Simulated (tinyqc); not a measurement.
Worked calculation: RHF in the sto-3g basis, for BeH2, spin multiplicity 1. One step of it, computed by the program tinyqc.

Question. Iteration 1: diagonalisation and new density. Diagonalise F' = X^T F X, C = X C', fill 3 alpha and 3 beta electrons from the bottom; D = 2 C_occ C_occ^T; the new density keeps 0.7 of the old one (damping). Each column has its largest component positive (the first on a tie).

Fock matrix F (hartree):
```
            1Be 1s     1Be 2s   1Be 2px    1Be 2py    1Be 2pz      2H 1s      3H 1s
1Be 1s   -3.999328  -1.169174  0.000000  -0.000906   0.002725  -0.192073  -0.170110
1Be 2s   -1.169174  -0.478177  0.000000  -0.004970  -0.026525  -0.262672  -0.245405
1Be 2px   0.000000   0.000000  0.427422   0.000000   0.000000   0.000000   0.000000
1Be 2py  -0.000906  -0.004970  0.000000  -0.077690   0.000101  -0.235820   0.224472
1Be 2pz   0.002725  -0.026525  0.000000   0.000101   0.424163  -0.015572  -0.015139
2H 1s    -0.192073  -0.262672  0.000000  -0.235820  -0.015572  -0.145401  -0.010188
3H 1s    -0.170110  -0.245405  0.000000   0.224472  -0.015139  -0.010188  -0.138480
```

X:
```
            1Be 1s     1Be 2s   1Be 2px    1Be 2py    1Be 2pz      2H 1s      3H 1s
1Be 1s    1.028491  -0.149689  0.000000  -0.000673  -0.001079   0.021032   0.020547
1Be 2s   -0.149689   1.147652  0.000000   0.010395   0.009274  -0.224853  -0.204713
1Be 2px   0.000000   0.000000  1.000000   0.000000   0.000000   0.000000   0.000000
1Be 2py  -0.000673   0.010395  0.000000   1.204563   0.000689  -0.306904   0.287951
1Be 2pz  -0.001079   0.009274  0.000000   0.000689   1.000711  -0.017150  -0.015916
2H 1s     0.021032  -0.224853  0.000000  -0.306904  -0.017150   1.171422  -0.050877
3H 1s     0.020547  -0.204713  0.000000   0.287951  -0.015916  -0.050877   1.151045
```

D at the start:
```
            1Be 1s     1Be 2s   1Be 2px    1Be 2py    1Be 2pz      2H 1s      3H 1s
1Be 1s    2.141919  -0.538892  0.000000   0.004299  -0.042553  -0.009722  -0.002963
1Be 2s   -0.538892   2.016417  0.000000  -0.021855   0.173324   0.086527   0.056204
1Be 2px   0.000000   0.000000  0.000000   0.000000   0.000000   0.000000   0.000000
1Be 2py   0.004299  -0.021855  0.000000   2.138411  -0.004278  -0.071066   0.095621
1Be 2pz  -0.042553   0.173324  0.000000  -0.004278   0.014908   0.007541   0.004746
2H 1s    -0.009722   0.086527  0.000000  -0.071066   0.007541   0.006102  -0.000663
3H 1s    -0.002963   0.056204  0.000000   0.095621   0.004746  -0.000663   0.005971
```

overlap S:
```
           1Be 1s    1Be 2s   1Be 2px    1Be 2py   1Be 2pz     2H 1s      3H 1s
1Be 1s   1.000000  0.259517  0.000000   0.000000  0.000000  0.040031   0.035396
1Be 2s   0.259517  1.000000  0.000000   0.000000  0.000000  0.362944   0.342817
1Be 2px  0.000000  0.000000  1.000000   0.000000  0.000000  0.000000   0.000000
1Be 2py  0.000000  0.000000  0.000000   1.000000  0.000000  0.445944  -0.427050
1Be 2pz  0.000000  0.000000  0.000000   0.000000  1.000000  0.028363   0.027275
2H 1s    0.040031  0.362944  0.000000   0.445944  0.028363  1.000000   0.011054
3H 1s    0.035396  0.342817  0.000000  -0.427050  0.027275  0.011054   1.000000
```

Give: F' = X^T F X; orbital energies; coefficients C; D after iteration 1.

Answer.

F' = X^T F X (hartree):
```
         1        2       3        4        5        6        7
1  -3.8937  -0.6541  0.0000  -0.0010   0.0044  -0.0081  -0.0022
2  -0.6541  -0.1047  0.0000   0.0080  -0.0144  -0.2247  -0.2038
3   0.0000   0.0000  0.4274   0.0000   0.0000   0.0000   0.0000
4  -0.0010   0.0080  0.0000   0.1940   0.0011  -0.3120   0.2911
5   0.0044  -0.0144  0.0000   0.0011   0.4253  -0.0198  -0.0184
6  -0.0081  -0.2247  0.0000  -0.3120  -0.0198   0.0792  -0.0562
7  -0.0022  -0.2038  0.0000   0.2911  -0.0184  -0.0562   0.0583
```

orbital energies (hartree): MO1 -4.0042, MO2 -0.2907, MO3 -0.2673, MO4 0.3043, MO5 0.4271, MO6 0.4274, MO7 0.5893

coefficients C:
```
             MO1      MO2      MO3      MO4      MO5     MO6      MO7
1Be 1s    0.9895  -0.2113  -0.0449  -0.2341  -0.0080  0.0000  -0.0189
1Be 2s    0.0391   0.5944   0.1329   1.0229   0.0545  0.0000   0.1021
1Be 2px   0.0000   0.0000   0.0000   0.0000   0.0000  1.0000   0.0000
1Be 2py   0.0004   0.1106  -0.4952  -0.0815  -0.0213  0.0000   1.1678
1Be 2pz  -0.0002   0.0307   0.0073  -0.0471   0.9993  0.0000   0.0171
2H 1s    -0.0040   0.4770  -0.3293  -0.6498  -0.0668  0.0000  -0.8704
3H 1s    -0.0040   0.2976   0.5086  -0.7552  -0.0960  0.0000   0.7254
```

D after iteration 1:
```
          1Be 1s   1Be 2s  1Be 2px  1Be 2py  1Be 2pz    2H 1s    3H 1s
1Be 1s    2.1148  -0.4329   0.0000   0.0026  -0.0340  -0.0608  -0.0559
1Be 2s   -0.4329   1.6350   0.0000  -0.0153   0.1329   0.2043   0.1859
1Be 2px   0.0000   0.0000   0.0000   0.0000   0.0000   0.0000   0.0000
1Be 2py   0.0026  -0.0153   0.0000   1.6513  -0.0031   0.0797  -0.0644
1Be 2pz  -0.0340   0.1329   0.0000  -0.0031   0.0110   0.0126   0.0110
2H 1s    -0.0608   0.2043   0.0000   0.0797   0.0126   0.2059  -0.0158
3H 1s    -0.0559   0.1859   0.0000  -0.0644   0.0110  -0.0158   0.2125
```
